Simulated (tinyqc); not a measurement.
Trap density from the barrier height.

Inverse problem. In a partly depleted grain with all boundary traps filled, 2 N W = Qt and VB = q N W^2/(2 eps0 eps_r). Find Qt, W and the doping at which VB would equal Vt.

Inputs (values chosen for the exercise):
```
symbol,value,unit,meaning
T,250,K,temperature
eps_r,11.7,,relative permittivity
```

Constants: q = 1.602176634e-19 C, kB = 1.380649e-23 J/K, Vt = kB T/q, eps0 = 8.8541878128e-14 F/cm where lengths are in cm. Results are converted to the units shown.

doping = 1.5e18 cm^-3
barrier height = 0.12385625 V

Solution. Eliminating W gives VB = q Qt^2/(8 eps0 eps_r N), which falls as 1/N.

Qt = 3.100e12 cm^-2
W = 10.33 nm
doping for VB = Vt = 8.624e18 cm^-3

Computed by the program tinyqc: `OMP_NUM_THREADS=1 python tinyqc.py 2830169 2830170 out.jsonl`, one thread of a shared Intel Xeon 2.30GHz, about 0.01 s for the whole run.
